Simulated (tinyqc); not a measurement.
From results back to parameters: configuration-coordinate model of carrier capture at a defect. Five cases, with inputs chosen for the exercise.

Problem. For two parabolas of equal curvature the ionisation peak lies at ET + ER, the emission barrier is (ER + ET)^2/(4 ER), and the standard deviation of the band at T = 0 is sqrt(ER hw). The values come from hidden ET, ER and hw.

Find: ET, ER, hw; capture barrier.

Method. ER is the squared peak energy over four times the emission barrier; ET is the rest, hw = variance/ER, and the capture barrier is the emission barrier less ET.

Case 1.

ionisation peak = 1.0600 eV
emission barrier = 0.826176 eV
standard deviation at T = 0 = 0.109087 eV

Solution.

ET, ER, hw (eV): 0.720  0.340  0.035

capture barrier = 0.106 eV

Case 2.

ionisation peak = 0.4100 eV
emission barrier = 0.200119 eV
standard deviation at T = 0 = 0.073892 eV

Solution.

ET, ER, hw (eV): 0.200  0.210  0.026

capture barrier = 0.000 eV

Case 3.

ionisation peak = 1.2800 eV
emission barrier = 1.280000 eV
standard deviation at T = 0 = 0.122638 eV

Solution.

ET, ER, hw (eV): 0.960  0.320  0.047

capture barrier = 0.320 eV

Case 4.

ionisation peak = 0.7400 eV
emission barrier = 0.217302 eV
standard deviation at T = 0 = 0.079373 eV

Solution.

ET, ER, hw (eV): 0.110  0.630  0.010

capture barrier = 0.107 eV

Case 5.

ionisation peak = 0.6600 eV
emission barrier = 0.837692 eV
standard deviation at T = 0 = 0.070285 eV

Solution.

ET, ER, hw (eV): 0.530  0.130  0.038

capture barrier = 0.308 eV

Computed by tinyqc, one run a case: `OMP_NUM_THREADS=1 python tinyqc.py N N+1 out.jsonl` with N = 1481795, 1481833, 1481939, 1481953, 1481973; one thread of a shared Intel(R) Xeon(R) Processor @ 2.30GHz, about 0.01 s a run at most.
